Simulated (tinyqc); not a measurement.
Long-channel MOSFET, surface-potential model: effect of the temperature.

n-channel transistor on a uniformly doped p-type body, gradual-channel approximation, constant mobility, Boltzmann statistics, full ionisation. Potentials are counted from the neutral body; V is the electron quasi-Fermi potential, Vsb at the source and Vsb + Vds at the drain. Charges are magnitudes per area.

Nc and Nv are given at 300 K and scale as (T/300 K)^1.5; Eg, Vfb and mu are held fixed. ni = sqrt(Nc Nv) exp(-Eg/(2 Vt)), Eg in volts; phiF = Vt ln(Na/ni); Cox = eps0 eox/tox; gamma = sqrt(2 q eps0 eps_r Na)/Cox. The surface potential psi at channel potential V solves Vgs + Vsb - Vfb - psi = gamma sqrt(G), G = psi - Vt + Vt exp((psi - 2 phiF - V)/Vt). Charge sheet: Qi = Cox gamma [sqrt(G) - sqrt(psi - Vt)]; I = mu (W/L) [integral of Qi dpsi from psi_0 to psi_L (drift) + Vt (Qi0 - QiL) (diffusion)], with psi_0 at V = Vsb and psi_L at V = Vsb + Vds. VT = Vfb + 2 phiF + gamma sqrt(2 phiF + Vsb), m = 1 + gamma/(2 sqrt(2 phiF + Vsb)). The swing is 20 mV/log10[I(VT - 0.14 V)/I(VT - 0.16 V)] of the charge-sheet current at the given Vds.

Parameters, values chosen for the exercise; material values close to those of silicon:
```
symbol,value,unit,meaning
Eg,1.14,eV,band gap
eps_r,11.8,,relative permittivity of the semiconductor
Nc,2.75e19,cm^-3,conduction-band density of states at the reference temperature
Nv,2.63e19,cm^-3,valence-band density of states at the reference temperature
Na,3.5e16,cm^-3,acceptor density of the body
eox,21.7,,relative permittivity of the gate insulator
tox,22,nm,insulator thickness
Vfb,-0.9,V,flat-band voltage
mu,270,cm^2/(V s),channel mobility
W,2,um,gate width
L,10,um,gate length
Vsb,0,V,source-body reverse bias
Vgs,0.22,V,gate-source voltage
Vds,0.05,V,drain-source voltage
```

Constants: q = 1.602176634e-19 C, kB = 1.380649e-23 J/K, Vt = kB T/q, eps0 = 8.8541878128e-14 F/cm where lengths are in cm. Results are converted to the units shown.

The same in every row: gamma (V^0.5) = 0.1239.

Effect of the temperature:

| T (K) | VT (V) | m | swing (mV/decade) | I at Vgs, Vds (uA) |
|---|---|---|---|---|
| 220 | 0.1237 | 1.065 | 47.38 | 0.03952 |
| 250 | 0.08081 | 1.067 | 54.10 | 0.08202 |
| 280 | 0.03690 | 1.068 | 60.91 | 0.1325 |
| 310 | -0.007981 | 1.070 | 67.85 | 0.1875 |
| 340 | -0.05374 | 1.072 | 74.94 | 0.2453 |
| 370 | -0.1003 | 1.074 | 82.23 | 0.3051 |
| 400 | -0.1477 | 1.077 | 89.78 | 0.3665 |

As T goes from 220 to 400 K, VT falls from 0.124 to -0.148 V, the swing rises from 47.4 to 89.8 mV a decade and the current rises from 0.0395 to 0.367 uA. The swing is 1.9 % above m Vt ln 10 in the first row and 5.1 % above it in the last. In every row the mobility is held fixed, though a real channel mobility changes with T and would alter the trend of the current.

tinyqc, about 0.05 s, one thread, Intel Xeon 2.30GHz (shared host): `OMP_NUM_THREADS=1 python tinyqc.py 2360149 2360150 out.jsonl`
